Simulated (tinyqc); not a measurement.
Inside a calculation. Model: gated graphene, quantum capacitance.

Computed by the program tinyqc: `OMP_NUM_THREADS=1 python tinyqc.py 2200030 2200031 out.jsonl`, one thread of a shared Intel Xeon 2.30GHz, about 0.01 s for the whole run. Printed values are rounded.

phi is the Fermi level above the Dirac point, in volts; Vg is counted from the gate voltage of charge neutrality. Ideal linear bands, no charge puddles.

Values chosen for this exercise; values close to those of graphene:
- T = 300 K (temperature)
- eox = 3.9 (relative permittivity of the gate insulator (close to silicon dioxide))
- tox = 2.7 nm (insulator thickness)
- vF = 1.04e6 m/s (Fermi velocity)
- Dit = 2.5e12 cm^-2 eV^-1 (density of traps)
- Vg = 0.7 V (gate voltage)

Constants: q = 1.602176634e-19 C, kB = 1.380649e-23 J/K, hbar = 1.054571817e-34 J s, Vt = kB T/q, eps0 = 8.8541878128e-14 F/cm where lengths are in cm. Results are converted to the units shown.

## Gate capacitance

Cox = eps0 eox/tox.

Cox = 1.27894 uF/cm^2

## Starting value

phi = Vg.

phi at the start = 0.7 V

## Iteration 1: new phi

N0 = (2/pi)(kB T/(hbar vF))^2; n = N0 F1(phi/Vt), p = N0 F1(-phi/Vt), F1(e) = int_0^infinity u du/(1 + exp(u - e)) = -Li2(-exp(e)); Cq = q d(n - p)/dphi = (q N0/Vt) ln[2 (1 + cosh(phi/Vt))]. Newton: f = phi + q (n - p + Dit phi)/Cox - Vg, phi(new) = phi - f/(1 + (Cq + q Dit)/Cox).

n = 3.34343e13 cm^-2
p = 0.157975 cm^-2
Cq = 15.2367 uF/cm^2
f = 4.40768 V
phi after iteration 1 = 0.366760 V

## Iteration 2: new phi

As before.

n = 9.28659e12 cm^-2
p = 62629.6 cm^-2
Cq = 7.98314 uF/cm^2
f = 0.944992 V
phi after iteration 2 = 0.241681 V

## Iteration 3: new phi

As before.

n = 4.11704e12 cm^-2
p = 7.90670e6 cm^-2
Cq = 5.26070 uF/cm^2
f = 0.133129 V
phi after iteration 3 = 0.217148 V

## Course of the iteration

Stop when the step is below 1e-10 V, or after 40 iterations.

Course of the iteration:
```
iteration,phi before the step (V),step (V)
1,0.7,-0.333
2,0.366760,-0.125
3,0.241681,-0.0245
4,0.217148,-1.02e-3
5,0.216126,-1.78e-6
6,0.216124,-5.40e-12
```

Converged in 6 iterations.

## Charge and capacitances at the solution

converged phi = 0.216124 V

N0 = (2/pi)(kB T/(hbar vF))^2; n = N0 F1(phi/Vt), p = N0 F1(-phi/Vt), F1(e) = int_0^infinity u du/(1 + exp(u - e)) = -Li2(-exp(e)); Cq = q d(n - p)/dphi = (q N0/Vt) ln[2 (1 + cosh(phi/Vt))]. 1/C_G = 1/Cox + 1/(Cq + q Dit); dphi/dVg = Cox/(Cox + Cq + q Dit).

n - p = 3.32223e12 cm^-2
Cq = 4.70457 uF/cm^2
C_G = 1.02272 uF/cm^2
dphi/dVg = 0.200333

C_G is 80.0 % of Cox; 30.9 % of the gate voltage has gone into phi.
